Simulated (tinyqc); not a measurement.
## Phase-change memory cell, resistance drift and retention: effect of the operating temperature

The amorphous state follows Ra = R0 (t/t0)^nu exp[(q Ec/kB)(1/T - 1/(300 K))], with nu taken as independent of T. An intermediate level follows the logarithmic mixing rule ln R = (1 - fa) ln Rc + fa ln Ra with constant Rc. The time to lose the data by crystallisation is tr = tx exp[(q Ex/kB)(1/T - 1/Tx)]; 1 year = 3.15576e7 s. These are empirical laws.

T10 is the temperature at which tr is ten years.

Values chosen for this exercise; values of the order found in chalcogenide phase-change cells:
- R0 = 1.4 Mohm (resistance of the amorphous state at t0 and 300 K)
- t0 = 0.1 s (reference time)
- nu = 0.043 (drift exponent)
- Ec = 0.17 eV (activation energy of conduction)
- Ex = 2.2 eV (activation energy of crystallisation)
- Tx = 498 K (temperature of a bake)
- tx = 12 s (time to crystallise in that bake)
- t = 3.15e7 s (time of the read)
- Rc = 38 kohm (resistance of the crystalline state)

Constants: q = 1.602176634e-19 C, kB = 1.380649e-23 J/K. Results are converted to the units shown.

The same in every row: T10 (K) = 373.52.

Effect of the operating temperature:
```
T (K)	Ra (Mohm)	Ra/Rc	tr (years)
298	3.3941	89.318	3.3298e8
313	2.4714	65.037	5.4873e6
328	1.8525	48.750	1.3164e5
343	1.4241	37.475	4376.3
358	1.1191	29.450	193.51
373	0.89667	23.596	10.996
388	0.73086	19.233	0.77994
403	0.60484	15.917	0.067365
418	0.50740	13.353	0.0069366
```

Read the table: what changes, and by how much?

As T goes from 298 to 418 K, Ra falls from 3.39 to 0.507 Mohm, tr falls from 3.33e8 to 0.00694 years and T10 stays at 374 K. Retention changes by 11 decades and the read window by 0.83, in the ratio Ex/Ec. For T = 298 to 328 K tr is an extrapolation over many decades from the bake and only says that crystallisation is no limit. For T = 388 to 418 K the read comes after tr, so the amorphous state would already be lost.

Numbers from tinyqc (`OMP_NUM_THREADS=1 python tinyqc.py 2880019 2880020 out.jsonl`; about 0.01 s on one thread of a shared Intel Xeon 2.30GHz).
